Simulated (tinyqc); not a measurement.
## Composition from the perpendicular lattice constant

Problem. The layer is x parts of the first compound and 1 - x of the second, grown coherently on the third as substrate and barrier. Rows of the table: lattice constant a, average valence level Ea on an absolute scale, spin-orbit splitting so, gaps at Gamma, X and L, hydrostatic deformation potentials av and ac (Gamma), shear potential b, elastic constants, electron and heavy-hole (along z) masses. All are interpolated linearly in x; gaps get -C x (1 - x), taken wholly in the conduction band; real line-ups can differ from this model by 0.1 eV or more. In-plane strain e = (a_substrate - a)/a, e_z = -2 (c12/c11) e, volume change 2 e + e_z. X-ray diffraction gives a_z = a (1 + e_z) of the coherent layer. Find x, e and the relaxed Gamma gap.

Values chosen for this exercise:
```
symbol  value  unit                  meaning
CG        0.7    eV  bowing of the Gamma gap
CX          0    eV      bowing of the X gap
CL          0    eV      bowing of the L gap
```

Binary compounds, values chosen for the exercise:

|  | close to InAs | close to AlAs | close to InP |
|---|---|---|---|
| a (angstrom) | 6.058 | 5.661 | 5.869 |
| Ea (eV) | -6.67 | -7.49 | -7.04 |
| so (eV) | 0.375 | 0.278 | 0.11 |
| EG (eV) | 0.359 | 3.04 | 1.35 |
| EX (eV) | 1.39 | 2.18 | 2.17 |
| EL (eV) | 1.08 | 2.33 | 1.91 |
| av (eV) | 0.989 | 2.46 | 1.25 |
| ac (eV) | -5.15 | -5.72 | -5.03 |
| b (eV) | -1.82 | -1.5 | -1.71 |
| c11 (GPa) | 83.7 | 124 | 102 |
| c12 (GPa) | 44.6 | 53.7 | 55.9 |
| me (m0) | 0.0232 | 0.15 | 0.0809 |
| mh (m0) | 0.33 | 0.469 | 0.536 |

lattice constant along the growth direction = 5.78171267 angstrom

Answer. a_z changes steadily with x, about (1 + 2 c12/c11) times as fast as the relaxed lattice constant, so one composition matches.

x = 0.410
e = 0.777 %
relaxed Gamma gap = 1.77 eV

tinyqc, about 0.01 s, one thread, Intel Xeon 2.30GHz (shared host): `OMP_NUM_THREADS=1 python tinyqc.py 2690001 2690002 out.jsonl`
